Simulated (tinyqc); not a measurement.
From one set of inputs to another, one input at a time: interdiffusion of a quantum well during annealing: blurred potential and shift of the confined levels. Computed by tinyqc, a small Python program. Command: `OMP_NUM_THREADS=1 python tinyqc.py 3030637 3030638 out.jsonl qwi ladder`. One thread of a shared host (Intel(R) Xeon(R) Processor @ 2.30GHz), about 0.1 s of CPU time with the checks.

A square well of width w is blurred by Fick diffusion with a constant coefficient; band offsets are linear in composition, masses are uniform, and strain and excitons are ignored.

The inputs printed are set A. Set A is modelled on SiGe in silicon (holes and electrons as a model); the values taken over come from a set modelled on InGaAs in GaAs. Inputs not listed in the table keep their values of set A, so the rows need not describe a real material.

Inputs (values chosen for the exercise, modelled on SiGe in silicon (holes and electrons as a model)):
```
quantity               value    unit
well width w             7.2      nm
electron mass m_e       0.19     m_0
hole mass m_h          0.268     m_0
conduction offset V_c   0.03      eV
valence offset V_v      0.18      eV
prefactor D0            0.97  cm^2/s
activation energy E     3.98      eV
anneal temperature T     950       C
anneal time t            160       s
```

Constants: k_B = 8.617333262e-05 eV/K; hbar^2/(2 m_0) = 3.80998212 eV angstrom^2.

Method:
- D = D0 exp(-E/(k_B T)); L = sqrt(D t); share of well material at the centre erf(w/(4L)); 1 nm = 1e-7 cm.
- Temperatures in kelvin are T(C) + 273.15.
- Square well, ground state: take the lowest root of k tan(k w/2) = kappa, k^2 = E/c, kappa^2 = (V - E)/c, c = hbar^2/(2m) with hbar^2/(2 m_0) in eV angstrom^2.
- With L = sqrt(D t) and the share at the centre erf(w/(4L)). After the anneal: V(z) = V {1 - (1/2)[erf((w/2 - z)/(2L)) + erf((w/2 + z)/(2L))]}, energies counted from the original well bottom. Finite differences on 3000 points over |z| < w/2 + 6L + 25 nm; shifts are taken against the same grid with cell-averaged square steps.
- Rise of the bottom = V (1 - share at the centre). Overlap = |<electron|hole>|^2.

Each row keeps all changes above it:
```
input moved                                               from         to  shift of the electron level (meV)  electron level before the anneal (meV)  share at the centre
set A                                                        -          -                              1.052                                  12.077              0.99878
valence offset V_v (eV)                                   0.18      0.053                              1.052                                  12.077              0.99878
prefactor D0 (cm^2/s) and activation energy E (eV)  0.97, 3.98  0.5, 3.39                             13.144                                  12.077              0.21613
conduction offset V_c (eV)                                0.03      0.098                             60.914                                  19.160              0.21613
electron mass m_e (m_0)                                   0.19     0.0561                             42.284                                  40.192              0.21613
anneal temperature T (C)                                   950        810                              6.615                                  40.192              0.97164
well width w (nm)                                          7.2        9.5                              5.075                                  29.502              0.99618
anneal time t (s)                                          160        240                              7.242                                  29.502              0.98181
```

Where does the difference come from?

Shift of the electron level goes from 1.05 to 7.24, a factor 6.88 in all. The largest single move comes from prefactor D0 with activation energy E (a factor 12.5), and anneal temperature T works against it (a factor 0.156). Electron level before the anneal goes from 12.1 to 29.5, a factor 2.44 in all. The largest single move comes from electron mass m_e (a factor 2.10), and well width w works against it (a factor 0.734). Share at the centre goes from 0.999 to 0.982, a factor 0.9830 in all. The largest single move comes from prefactor D0 with activation energy E (a factor 0.216), and anneal temperature T works against it (a factor 4.50). The single moves hold for this order of the switches; the total does not depend on the order.

Caution (all rows): the well mass is used in the barriers too; a heavier barrier mass would lower these levels.

Extremes, crossings and ranges named in words are read from the listed rows.
